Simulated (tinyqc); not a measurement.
Floating body of a partially depleted SOI transistor: body voltage and kink: two steps of the calculation.

Source at 0 V. Channel current Ic = 2 nf K Vt^2 [F(0) - F(Vd)](1 + la Vd), F(V) = ln^2(1 + exp((Vg - VT - nf V)/(2 nf Vt))), VT = VT0 - gb Vb. Saturation voltage Vs = 2 Vt sqrt(F(0)) + 3 Vt, excess Ve = (Vd - Vs + sqrt((Vd - Vs)^2 + 0.0004 V^2))/2, multiplication M1 = Ai Ve exp(-Bl/Ve). Each junction passes D(v) = J1 (exp(v/Vt) - 1) + J2 (exp(v/(2 Vt)) - 1). Bipolar current Ib = bb J1 (exp(Vb/Vt) - 1). The body settles where M1 (Ic + Ib) = D(Vb) + D(Vb - Vd) + Vb/Rb; drain current Id = (1 + M1)(Ic + Ib) - D(Vb - Vd).

Parameters, values chosen for the exercise; values of the order met in partially depleted silicon-on-insulator transistors:
```
symbol    value         unit                                                                                            meaning
T           300            K                                                                                        temperature
VT0        0.53            V                                                                     threshold at zero body voltage
gb         0.21                                                                  fall of the threshold per volt of body voltage
nf         1.31                                                                                                    slope factor
K           440  uA/(V^2 um)                                                                              gain factor per width
la         0.03          1/V                                                                   channel-length modulation factor
Ai         2.77          1/V                                                                        impact-ionisation prefactor
Bl          6.8            V                                                                          impact-ionisation voltage
J1      1.7e-13        uA/um                                                      diffusion saturation current of each junction
J2       5.1e-8        uA/um                                                  recombination saturation current of each junction
bb            3                                                 gain of the lateral bipolar transistor on the diffusion current
Rb          1e9      kohm um  resistance of a weak body tie to the source (1e9 stands for no tie, and the term is then dropped)
Vg         0.99            V                                                                                       gate voltage
Vd          1.9            V                                                                                      drain voltage
```

Constants: q = 1.602176634e-19 C, kB = 1.380649e-23 J/K, Vt = kB T/q. Results are converted to the units shown.

Problem 1. New Vb. Current into the body I_in = M1 (Ic + Ib) - D(Vb - Vd), current out I_out = D(Vb) + Vb/Rb; f = ln(I_in/I_out), s = df/dVb by central differences over 1e-5 V, Vb(new) = Vb - f/s.

Vb after iteration 1 = 0.63495329 V

Give: Ic; Ve; M1; I_in; I_out; f; s; Vb after iteration 2.

Solution 1.

Ic = 62.50 uA/um
Ve = 1.370 V
M1 = 0.02647
I_in = 1.655 uA/um
I_out = 0.01888 uA/um
f = 4.473
s = -27.40 1/V
Vb after iteration 2 = 0.7982 V

Problem 2. Drain current with floating and with grounded body. Id and VT at the converged Vb, Id at Vb = 0, their ratio, and the bipolar share Ib/(Ic + Ib).

converged Vb = 0.77242809 V

Give: VT; Id, floating; Id, grounded; ratio; bipolar share.

Solution 2.

VT = 0.3678 V
Id, floating = 75.32 uA/um
Id, grounded = 39.08 uA/um
ratio = 1.927
bipolar share = 6.564 %

The body rises to 0.772 V and lowers the threshold by 162 mV.

Range of the model: The multiplication law is an empirical form chosen for the exercise; self-heating and capacitive coupling to the body are left out, and the linear laws are rough once Vb passes about 0.7 V or M1 about 0.1.

Computed by the program tinyqc: `OMP_NUM_THREADS=1 python tinyqc.py 2182244 2182245 out.jsonl`, one thread of a shared Intel Xeon 2.30GHz, about 0.2 s for the whole run.
